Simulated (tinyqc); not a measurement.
Ionisation and resistivity against doping: donors on two lattice sites with valley-orbit split states.

Each donor binds at most one electron, in any of its states. For a site s, W_s = sum over its states of g exp(E/kT), and the ionised share is 1/(1 + W_s exp(eta)), eta = (EF - Ec)/kT; n = Nc F_1/2(eta); neutrality n + NA = ND x (mean ionised share, the two sites in equal numbers); holes are neglected. Nc from N = 2 (m kB T/(4 pi c))^(3/2) with c = hbar^2/2m0, in 1/angstrom^3; times 1e24 for 1/cm^3, m = md. F_j(eta) = (1/Gamma(j + 1)) integral_0^infinity x^j dx/(1 + exp(x - eta)), which tends to exp(eta) for eta << 0.

Mobility (Caughey-Thomas form): mu = mu0 + (mu1 (T/300)^(-ga) - mu0)/(1 + ((ND + NA)/Nr)^de); rho = 1/(e n mu), e = 1.602176634e-19 C.

Constants: hbar^2/2m0 = 3.80998211 eV angstrom^2; kB = 8.617333262e-05 eV/K.

Parameters, chosen for this exercise (near those of nitrogen in 4H-SiC; not measured data):
```
symbol  value                    unit        meaning
md      0.798                    m0          density-of-states mass of the conduction band
E       (57.9, 50.1, 121.8, 74)  meV         binding energies of h ground, h excited, k ground, k excited
g       (2, 4, 2, 4)                         their degeneracies with spin
T       350                      K
mu0     38                       cm^2/(V s)  mobility at heavy doping
mu1     982                      cm^2/(V s)  mobility at light doping and 300 K
Nr      1.9e+17                  1/cm^3      reference doping
de      0.61                                 doping exponent
ga      2.4                                  temperature exponent
```

NA = 0.

Results:
```
ND (1/cm^3),n (1/cm^3),n/ND,mu (cm^2/(V s)),rho (ohm cm),rho at full ionisation
1.0e+14,1.00e+14,1.000,672,92.9,92.9
1.0e+15,9.96e+14,0.996,653,9.60,9.55
1.0e+16,9.61e+15,0.961,587,1.11,1.06
3.0e+16,2.70e+16,0.900,522,0.443,0.399
1.0e+17,7.70e+16,0.770,420,0.193,0.149
3.0e+17,1.82e+17,0.608,314,0.109,0.0663
1.0e+18,4.25e+17,0.425,209,0.0704,0.0299
2.0e+18,6.65e+17,0.332,161,0.0583,0.0194
```

From 1e16 to 1e18 1/cm^3 rho falls by a factor 15.7, not 100: the mobility takes a factor 2.82 and incomplete ionisation 2.26. n/ND is below 0.9 from 3e+16 1/cm^3 on. Near 1e19 1/cm^3 and above the levels merge with the band, and already below that screening lowers the binding energy, so the last rows understate n.

Program tinyqc; command `OMP_NUM_THREADS=1 python tinyqc.py 1682694 1682695 out.jsonl`; about 0.01 s on one thread of a shared Intel(R) Xeon(R) Processor @ 2.30GHz.
